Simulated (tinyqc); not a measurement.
Scale length and length offset from two DIBL values.

Problem. DIBL = exp(-Le/(2 l)) + 2 exp(-Le/l) with Le = L - dL. Find l, dL and the drawn length for a DIBL of 100 mV/V.

DIBL at drawn lengths 29 and 50 nm (mV/V): 76.897680  9.1526085

Answer. With e = exp(-Le/(2 l)), 2 e^2 + e = DIBL gives e and so Le/l at each length; Le/l is a straight line in L with slope 1/l.

l = 5.20 nm
dL = 1.00 nm
length for 100 mV/V = 26.6 nm

tinyqc, about 0.01 s, one thread, Intel Xeon 2.30GHz (shared host): `OMP_NUM_THREADS=1 python tinyqc.py 2002184 2002185 out.jsonl`
